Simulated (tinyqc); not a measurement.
# Cabrera-Mott growth of a thin oxide under its own electric field, step by step

A worked calculation. Computed by tinyqc, a small Python program that keeps every step. Command: `OMP_NUM_THREADS=1 python tinyqc.py 3001035 3001036 out.jsonl cabrera walk`. One thread of a shared host (Intel(R) Xeon(R) Processor @ 2.30GHz), about 0.01 s of CPU time with the checks. Intermediate numbers are printed to about 6 digits and carried at full precision; extremes and crossings named in words are read from the listed rows.

Electrons cross the film freely and set a fixed potential V across it; the field V/x lowers the barrier for ions entering the oxide.

Inputs (values chosen for the exercise, for a model metal):
```
quantity                     value        unit
barrier W                     1.26          eV
Mott potential V               1.1           V
ion charge number z              3           -
half jump distance b             2    angstrom
prefactor u0 = N Omega nu  3.6e+12  angstrom/s
temperature T                  450           K
starting thickness x0          7.3    angstrom
time t                        1400           s
```

Backward hops: kept.

Constants: k_B = 8.617333262e-05 eV/K.

## Scales

u = u0 exp(-W/(k_B T)), X1 = z b V/(k_B T) with V in volts and k_B T in eV; dx/dt = 2 u sinh(X1/x).

u = 0.0278563 angstrom/s

X1 = 170.200 angstrom

## Field and rate at the start

Field E = V/x; the barrier is lowered by z b V/x.

field = 15.0685 MV/cm

barrier lowering = 0.904110 eV

rate = 3.71968e+08 angstrom/s

## Thickness after time t

t(x) = int_(x0)^x dx / (dx/dt) by Gauss-Legendre quadrature (80 points on each side of (x0 + 2 x)/3), solved for x.

thickness x = 195.335 angstrom

rate at time t = 0.0549234 angstrom/s

field at time t = 0.563135 MV/cm

X1/x = 0.871: the field is now weak. Caution: the starting field or rate is formal: the first layers form as fast as oxygen arrives. Caution: electrons tunnel only through a few nanometres, so beyond about 10 nm a fixed Mott potential is doubtful.

## Limiting thickness

Growth counts as stopped when u exp(X1/x) falls to 1e-5 angstrom/s: x_L = X1/ln(1e-5/u), defined while u is below that rate; the critical temperature is T_c = W/(k_B ln(u0/1e-5)).

Limiting thickness x_L: none: u exceeds the rate

critical temperature T_c = 361.700 K

T is above T_c, so u exp(X1/x) never falls to that level.

## Growth over eight decades

Closed form for thin films (leading term of the integral): x solves (x^2/(u X1)) exp(-X1/x) = t.

Thickness:
```
t (s)     x (angstrom)  1/x (1/angstrom)  closed form (angstrom)
1.00e+00   3.30733e+01       3.02359e-02             3.17548e+01
1.00e+01   4.85061e+01       2.06160e-02             4.52168e+01
1.00e+02   8.18057e+01       1.22241e-02             7.15403e+01
1.00e+03   1.71560e+02       5.82887e-03             1.31512e+02
1.00e+04   4.57308e+02       2.18671e-03             2.91546e+02
1.00e+05   1.38802e+03       7.20452e-04             7.69120e+02
1.00e+06   4.35955e+03       2.29381e-04             2.26093e+03
1.00e+07   1.37731e+04       7.26054e-05             6.97017e+03
1.00e+08   4.35490e+04       2.29626e-05             2.18591e+04
```

Per decade of time the film gains 15 angstrom at first and 30000 at the end. The inverse-logarithmic law predicts -X1 d(1/x)/d ln t near 1; the rows give 0.71 at first and 0.00 at the end. The closed form misses by at most a factor 2.0, as it needs x well below X1 and above x0. In the last rows x grows as t^0.50, approaching the parabolic law x^2 = 4 u X1 t of weak fields. Caution: rows beyond about 10 nm exceed the range where electrons tunnel freely and hold a fixed Mott potential.

Checks made by the program: quadrature against adaptive integration (relative difference below 1e-10).
